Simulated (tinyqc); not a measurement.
Low-temperature mobility of a two-dimensional electron gas with static screening: one step, computed by the program tinyqc.

One subband is filled, the gas is degenerate and scatters at the Fermi circle; one permittivity serves on both sides of the interface. All formulas are in SI units, masses times m_0. Piezoelectric and polar phonons are left out, and n_s is taken as set by a gate, independent of N_i.

Question. The integrands at a few angles. Form factors with u = q/b: screening G(q) = [1 + 9u/8 + 3u^2/8]/(1 + u)^3, remote charge P(q) = exp(-q d)/(1 + u)^3. Dielectric function eps(q) = 1 + q_TF G(q)/q, with q = 2 k_F sin(theta/2). Roughness: <|U|^2> = (e F)^2 S(q), S = pi Delta^2 Lambda^2/(1 + q^2 Lambda^2/2)^(3/2). Remote charges: <|U|^2> = N_i [e^2 P(q)/(2 eps eps_0 q)]^2. The last two columns are (m/(pi hbar^3)) <|U|^2>/eps(q)^2.

Inputs (values chosen for the exercise, modelled on a silicon inversion layer):
```
quantity                                        value    unit
in-plane mass m                                 0.194     m_0
permittivity eps                                 11.8       -
roughness height Delta                           0.18      nm
correlation length Lambda                         2.8      nm
remote charge density N_i                     3.2e+10  1/cm^2
distance d of the charges from the interface      1.5      nm
temperature T                                      10       K
```

Wave function: Fang-Howard. Roughness spectrum: exponential.

k_F = 0.1078142 1/nm

b = 0.7976482 1/nm

q_TF = 1.242735 1/nm

effective field F = 0.04370434 MV/cm

Constants: m_0 = 9.1093837015e-31 kg; hbar = 1.054571817e-34 J s; e = 1.602176634e-19 C; eps_0 = 8.8541878128e-12 F/m.

Give: Integrands (1e9/(s rad)).

Answer.

Integrands (1e9/(s rad)):
```
theta (degrees)  q (1/nm)       G  eps(q)  roughness  remote charges
5                  0.0094  0.9783   130.3  1.105e-03           139.8
15                 0.0281  0.9374    42.4  1.040e-02           121.5
30                 0.0558  0.8821    20.6  4.325e-02            98.4
60                 0.1078  0.7923    10.1  1.710e-01            65.6
90                 0.1525  0.7270     6.9  3.433e-01            46.0
135                0.1992  0.6682     5.2  5.655e-01            31.5
180                0.2156  0.6495     4.7  6.488e-01            27.6
```

Caution: k_B T exceeds a quarter of E_F, so scattering at the Fermi circle alone and zero-temperature screening are rough.
